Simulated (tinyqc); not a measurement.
Worked calculation: lattice vibrations of a chain. Computed by tinyqc, a small Python program that keeps every step. Command: `OMP_NUM_THREADS=1 python tinyqc.py 25603 25604 out.jsonl` (the two numbers bound the seeds that draw the settings). One thread of a shared host (Intel(R) Xeon(R) Processor @ 2.60GHz), about 0.01 s of CPU time with the checks.

## Dynamical matrix at q = 0.28

A chain moving along its axis:

| atom | mass (u) | spring to the next atom (eV/angstrom^2) |
|---|---|---|
| 1 | 56.00000 | 21.60000 |
| 2 | 60.80000 | 12.40000 |
| 3 | 45.00000 | 10.20000 |

q is in units of 2 pi/a. A spring k from atom i to atom j, n cells on, adds k to Phi_ii and Phi_jj, -k exp(2 pi i q n) to Phi_ij and the conjugate to Phi_ji (for one atom a cell: 2k (1 - cos 2 pi q n)); D_ij = Phi_ij / sqrt(m_i m_j).

D(q) (eV/(angstrom^2 u)), lower triangle (Hermitian):
```
                  1         2        3
1           0.56786
2          -0.37018   0.55921
3  0.03807-0.19959i  -0.23706  0.50222
```

## Frequencies

omega^2 are the eigenvalues; wavenumber = 521.4708 sqrt(eigenvalue) 1/cm.

eigenvalues: 0.08082  0.49944  1.04903

wavenumbers (1/cm): 148.2  368.5  534.1

weights |e|^2 of the mass-weighted modes:
```
         mode 1   mode 2   mode 3
atom 1  0.35873  0.24355  0.39773
atom 2  0.40451  0.17862  0.41687
atom 3  0.23676  0.57783  0.18540
```

## Dispersion and heat capacity

C/k_B per atom = mean over q = (j + 1/2)/80, j = 0..39 and all branches of y^2 e^y/(e^y - 1)^2, y = hc wavenumber / k_B T.

Wavenumbers (1/cm):

| q | branch 1 | branch 2 | branch 3 |
|---|---|---|---|
| 0.00000 | 0.00000 | 434.39961 | 504.33398 |
| 0.06250 | 33.90347 | 429.49821 | 507.38311 |
| 0.12500 | 67.57580 | 416.78488 | 514.56744 |
| 0.18750 | 100.76081 | 399.31075 | 522.92826 |
| 0.25000 | 133.13329 | 378.96257 | 530.77177 |
| 0.31250 | 164.19033 | 356.92921 | 537.30704 |
| 0.37500 | 192.91595 | 334.52602 | 542.15455 |
| 0.43750 | 216.55392 | 314.64351 | 545.12351 |
| 0.50000 | 227.11959 | 305.32424 | 546.12231 |

Heat capacity:

| T (K) | C/k_B per atom |
|---|---|
| 20 | 0.05641 |
| 50 | 0.14470 |
| 100 | 0.30172 |
| 200 | 0.60629 |
| 300 | 0.77665 |
| 600 | 0.93359 |
| 1200 | 0.98259 |

zero-point energy per atom = 21.31355 meV
